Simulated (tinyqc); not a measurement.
Virtual-crystal alloy A(1-x)B(x) in sp3s* tight binding: one step. The Hamiltonian at L. Four cases, with inputs chosen for the exercise.

Question. k = (1/2,1/2,1/2); parameters in the order Esa, Epa, Esc, Epc, Exa, Exc, Vss, Vxx, Vxy, Vsapc, Vscpa, Vxapc, Vpaxc.

sp3s* tight binding, nearest neighbours only: anion (a) at 0, cation (c) at a/4 (1,1,1), orbitals s, px, py, pz, s* on each; k in units of 2 pi/a. With phases e_j = exp(i (pi/2) k.n_j) for n = (1,1,1), (1,-1,-1), (-1,1,-1), (-1,-1,1): g0 = (e1+e2+e3+e4)/4, g1 = (e1+e2-e3-e4)/4, g2 = (e1-e2+e3-e4)/4, g3 = (e1-e2-e3+e4)/4. The diagonal holds the levels Esa, Epa, Exa (s*) and Esc, Epc, Exc. Anion-cation block: <sa|sc> = Vss g0; <sa|xc> = Vsapc g1; <xa|sc> = -Vscpa g1; <xa|xc> = Vxx g0; <xa|yc> = <ya|xc> = Vxy g3, <xa|zc> = <za|xc> = Vxy g2, <ya|zc> = <za|yc> = Vxy g1; <s*a|xc> = Vxapc g1; <xa|s*c> = -Vpaxc g1; y and z take g2 and g3 in place of g1; s-s* and s*-s* vanish.

Case 1.

parameters (eV): Esa -7.753450, Epa 0.995930, Esc -1.568410, Epc 3.599380, Exa 7.758670, Exc 6.743410, Vss -6.595294, Vxx 1.898133, Vxy 4.501474, Vsapc 4.939288, Vscpa 5.577391, Vxapc 4.620686, Vpaxc 4.937057

Case 2.

parameters (eV): Esa -8.063600, Epa 1.023040, Esc -2.171480, Epc 3.648400, Exa 8.260400, Exc 6.754400, Vss -6.509055, Vxx 1.935761, Vxy 4.818439, Vsapc 4.673405, Vscpa 5.703670, Vxapc 4.735940, Vpaxc 4.881850

Case 3.

parameters (eV): Esa -7.898640, Epa 0.971130, Esc -1.454070, Epc 3.618360, Exa 7.475670, Exc 6.710410, Vss -6.453506, Vxx 1.866801, Vxy 4.323942, Vsapc 4.686157, Vscpa 5.486209, Vxapc 4.277029, Vpaxc 4.759211

Case 4.

parameters (eV): Esa -7.936670, Epa 0.972180, Esc -3.120580, Epc 3.393280, Exa 7.858570, Exc 6.467650, Vss -6.330070, Vxx 1.802486, Vxy 4.713822, Vsapc 4.676056, Vscpa 5.346450, Vxapc 4.900344, Vpaxc 4.576098

Give: g0, g1, g2, g3; H.

Answer.

Case 1.

g0, g1, g2, g3: 0.3536-0.3536i  -0.3536+0.3536i  -0.3536+0.3536i  -0.3536+0.3536i

H (eV):
```
                  sa               xa               ya               za              s*a               sc
sa           -7.7534                0                0                0                0  -2.3318+2.3318i
xa                 0           0.9959                0                0                0   1.9719-1.9719i
ya                 0                0           0.9959                0                0   1.9719-1.9719i
za                 0                0                0           0.9959                0   1.9719-1.9719i
s*a                0                0                0                0           7.7587                0
sc   -2.3318-2.3318i   1.9719+1.9719i   1.9719+1.9719i   1.9719+1.9719i                0          -1.5684
xc   -1.7463-1.7463i   0.6711+0.6711i  -1.5915-1.5915i  -1.5915-1.5915i  -1.6337-1.6337i                0
yc   -1.7463-1.7463i  -1.5915-1.5915i   0.6711+0.6711i  -1.5915-1.5915i  -1.6337-1.6337i                0
zc   -1.7463-1.7463i  -1.5915-1.5915i  -1.5915-1.5915i   0.6711+0.6711i  -1.6337-1.6337i                0
s*c                0   1.7455+1.7455i   1.7455+1.7455i   1.7455+1.7455i                0                0

                  xc               yc               zc             s*c
sa   -1.7463+1.7463i  -1.7463+1.7463i  -1.7463+1.7463i               0
xa    0.6711-0.6711i  -1.5915+1.5915i  -1.5915+1.5915i  1.7455-1.7455i
ya   -1.5915+1.5915i   0.6711-0.6711i  -1.5915+1.5915i  1.7455-1.7455i
za   -1.5915+1.5915i  -1.5915+1.5915i   0.6711-0.6711i  1.7455-1.7455i
s*a  -1.6337+1.6337i  -1.6337+1.6337i  -1.6337+1.6337i               0
sc                 0                0                0               0
xc            3.5994                0                0               0
yc                 0           3.5994                0               0
zc                 0                0           3.5994               0
s*c                0                0                0          6.7434
```

Case 2.

g0, g1, g2, g3: 0.3536-0.3536i  -0.3536+0.3536i  -0.3536+0.3536i  -0.3536+0.3536i

H (eV):
```
                  sa               xa               ya               za              s*a               sc
sa           -8.0636                0                0                0                0  -2.3013+2.3013i
xa                 0           1.0230                0                0                0   2.0166-2.0166i
ya                 0                0           1.0230                0                0   2.0166-2.0166i
za                 0                0                0           1.0230                0   2.0166-2.0166i
s*a                0                0                0                0           8.2604                0
sc   -2.3013-2.3013i   2.0166+2.0166i   2.0166+2.0166i   2.0166+2.0166i                0          -2.1715
xc   -1.6523-1.6523i   0.6844+0.6844i  -1.7036-1.7036i  -1.7036-1.7036i  -1.6744-1.6744i                0
yc   -1.6523-1.6523i  -1.7036-1.7036i   0.6844+0.6844i  -1.7036-1.7036i  -1.6744-1.6744i                0
zc   -1.6523-1.6523i  -1.7036-1.7036i  -1.7036-1.7036i   0.6844+0.6844i  -1.6744-1.6744i                0
s*c                0   1.7260+1.7260i   1.7260+1.7260i   1.7260+1.7260i                0                0

                  xc               yc               zc             s*c
sa   -1.6523+1.6523i  -1.6523+1.6523i  -1.6523+1.6523i               0
xa    0.6844-0.6844i  -1.7036+1.7036i  -1.7036+1.7036i  1.7260-1.7260i
ya   -1.7036+1.7036i   0.6844-0.6844i  -1.7036+1.7036i  1.7260-1.7260i
za   -1.7036+1.7036i  -1.7036+1.7036i   0.6844-0.6844i  1.7260-1.7260i
s*a  -1.6744+1.6744i  -1.6744+1.6744i  -1.6744+1.6744i               0
sc                 0                0                0               0
xc            3.6484                0                0               0
yc                 0           3.6484                0               0
zc                 0                0           3.6484               0
s*c                0                0                0          6.7544
```

Case 3.

g0, g1, g2, g3: 0.3536-0.3536i  -0.3536+0.3536i  -0.3536+0.3536i  -0.3536+0.3536i

H (eV):
```
                  sa               xa               ya               za              s*a               sc
sa           -7.8986                0                0                0                0  -2.2817+2.2817i
xa                 0           0.9711                0                0                0   1.9397-1.9397i
ya                 0                0           0.9711                0                0   1.9397-1.9397i
za                 0                0                0           0.9711                0   1.9397-1.9397i
s*a                0                0                0                0           7.4757                0
sc   -2.2817-2.2817i   1.9397+1.9397i   1.9397+1.9397i   1.9397+1.9397i                0          -1.4541
xc   -1.6568-1.6568i   0.6600+0.6600i  -1.5287-1.5287i  -1.5287-1.5287i  -1.5122-1.5122i                0
yc   -1.6568-1.6568i  -1.5287-1.5287i   0.6600+0.6600i  -1.5287-1.5287i  -1.5122-1.5122i                0
zc   -1.6568-1.6568i  -1.5287-1.5287i  -1.5287-1.5287i   0.6600+0.6600i  -1.5122-1.5122i                0
s*c                0   1.6826+1.6826i   1.6826+1.6826i   1.6826+1.6826i                0                0

                  xc               yc               zc             s*c
sa   -1.6568+1.6568i  -1.6568+1.6568i  -1.6568+1.6568i               0
xa    0.6600-0.6600i  -1.5287+1.5287i  -1.5287+1.5287i  1.6826-1.6826i
ya   -1.5287+1.5287i   0.6600-0.6600i  -1.5287+1.5287i  1.6826-1.6826i
za   -1.5287+1.5287i  -1.5287+1.5287i   0.6600-0.6600i  1.6826-1.6826i
s*a  -1.5122+1.5122i  -1.5122+1.5122i  -1.5122+1.5122i               0
sc                 0                0                0               0
xc            3.6184                0                0               0
yc                 0           3.6184                0               0
zc                 0                0           3.6184               0
s*c                0                0                0          6.7104
```

Case 4.

g0, g1, g2, g3: 0.3536-0.3536i  -0.3536+0.3536i  -0.3536+0.3536i  -0.3536+0.3536i

H (eV):
```
                  sa               xa               ya               za              s*a               sc
sa           -7.9367                0                0                0                0  -2.2380+2.2380i
xa                 0           0.9722                0                0                0   1.8903-1.8903i
ya                 0                0           0.9722                0                0   1.8903-1.8903i
za                 0                0                0           0.9722                0   1.8903-1.8903i
s*a                0                0                0                0           7.8586                0
sc   -2.2380-2.2380i   1.8903+1.8903i   1.8903+1.8903i   1.8903+1.8903i                0          -3.1206
xc   -1.6532-1.6532i   0.6373+0.6373i  -1.6666-1.6666i  -1.6666-1.6666i  -1.7325-1.7325i                0
yc   -1.6532-1.6532i  -1.6666-1.6666i   0.6373+0.6373i  -1.6666-1.6666i  -1.7325-1.7325i                0
zc   -1.6532-1.6532i  -1.6666-1.6666i  -1.6666-1.6666i   0.6373+0.6373i  -1.7325-1.7325i                0
s*c                0   1.6179+1.6179i   1.6179+1.6179i   1.6179+1.6179i                0                0

                  xc               yc               zc             s*c
sa   -1.6532+1.6532i  -1.6532+1.6532i  -1.6532+1.6532i               0
xa    0.6373-0.6373i  -1.6666+1.6666i  -1.6666+1.6666i  1.6179-1.6179i
ya   -1.6666+1.6666i   0.6373-0.6373i  -1.6666+1.6666i  1.6179-1.6179i
za   -1.6666+1.6666i  -1.6666+1.6666i   0.6373-0.6373i  1.6179-1.6179i
s*a  -1.7325+1.7325i  -1.7325+1.7325i  -1.7325+1.7325i               0
sc                 0                0                0               0
xc            3.3933                0                0               0
yc                 0           3.3933                0               0
zc                 0                0           3.3933               0
s*c                0                0                0          6.4676
```

Computed by tinyqc, one run a case: `OMP_NUM_THREADS=1 python tinyqc.py N N+1 out.jsonl` with N = 1451845, 1452057, 1452086, 1452627; one thread of a shared Intel(R) Xeon(R) Processor @ 2.30GHz, about 0.1 s a run at most.
